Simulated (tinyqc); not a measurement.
## Probe couplings from its potential

Problem. One voltage probe p sits between leads L (mu = 1) and R (mu = 0) without magnetic field: mu_p = T_pL/(T_pL + T_pR), T_eff = T_RL + T_pL T_pR/(T_pL + T_pR). Find T_pL and T_pR.

T_RL = 0.43
mu_p = 0.75
T_eff = 0.5275

Solution. T_eff - T_RL equals T_pL (1 - mu_p) and also T_pR mu_p.

T_pL = 0.3900
T_pR = 0.1300

Computed by the program tinyqc: `OMP_NUM_THREADS=1 python tinyqc.py 2700003 2700004 out.jsonl`, one thread of a shared Intel Xeon 2.30GHz, about 0.01 s for the whole run.
